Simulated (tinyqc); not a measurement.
Capacitances from a Coulomb diamond.

Question. A single-electron transistor has the bias V on its left lead and the right lead at 0 V. Its diamonds repeat every q/Cg in gate voltage, close at |V| = q/Cs with Cs = CL + CR + Cg, and have edges of slope dV/dVg = -Cg/CL and Cg/(Cs - CL). Find Cg, Cs, CL and CR.

Constants: q = 1.602176634e-19 C. Results are converted to the units shown.

gate period = 286.10297 mV
bias at the tip of the diamond = 35.135452 mV
slope dV/dVg of the rising edge = 0.20289855

Solution. The period gives Cg, the tip Cs, and the rising edge Cs - CL = CR + Cg.

Cg = 0.560 aF
Cs = 4.56 aF
CL = 1.80 aF
CR = 2.20 aF

Computed by the program tinyqc: `OMP_NUM_THREADS=1 python tinyqc.py 2780028 2780029 out.jsonl`, one thread of a shared Intel Xeon 2.30GHz, about 0.01 s for the whole run.
